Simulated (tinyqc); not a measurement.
Sp3 tight binding, zinc-blende lattice, step by step. One step of it, computed by the program tinyqc.

Task: Levels at k. Diagonalise the Hermitian matrix.

H(k) at k (eV), lower triangle (Hermitian):
```
,a s,a px,a py,a pz,c s,c px,c py,c pz
a s,-12.490000
a px,0.000000,-6.450000
a py,0.000000,0.000000,-6.450000
a pz,0.000000,0.000000,0.000000,-6.450000
c s,-3.894780+0.215981i,0.218277-2.218956i,0.532724-0.909191i,0.682640-0.709522i,-12.490000
c px,-0.218277+2.218956i,1.502272-0.083307i,-0.867498+0.901659i,-0.676985+1.155398i,0.000000,-6.450000
c py,-0.532724+0.909191i,-0.867498+0.901659i,1.502272-0.083307i,-0.277387+2.819845i,0.000000,0.000000,-6.450000
c pz,-0.682640+0.709522i,-0.676985+1.155398i,-0.277387+2.819845i,1.502272-0.083307i,0.000000,0.000000,0.000000,-6.450000
```

Give: eigenvalues; weights |c|^2 of the basis functions.

Result:

eigenvalues (eV): -16.9631  -11.4717  -9.8946  -9.6249  -6.1732  -3.9407  -3.0416  -2.5702

weights |c|^2 of the basis functions:
```
,band 1,band 2,band 3,band 4,band 5,band 6,band 7,band 8
a s,0.4769,0.2134,0.0042,0.0301,0.2488,0.0126,0.0005,0.0136
a px,0.0173,0.1114,0.0173,0.1881,0.1651,0.4314,0.0002,0.0694
a py,0.0035,0.0872,0.1663,0.2195,0.0323,0.0282,0.2779,0.1850
a pz,0.0023,0.0879,0.3123,0.0623,0.0538,0.0278,0.2215,0.2320
c s,0.4769,0.2134,0.0042,0.0301,0.2488,0.0126,0.0005,0.0136
c px,0.0173,0.1114,0.0173,0.1881,0.1651,0.4314,0.0002,0.0694
c py,0.0035,0.0872,0.1663,0.2195,0.0323,0.0282,0.2779,0.1850
c pz,0.0023,0.0879,0.3123,0.0623,0.0538,0.0278,0.2215,0.2320
```
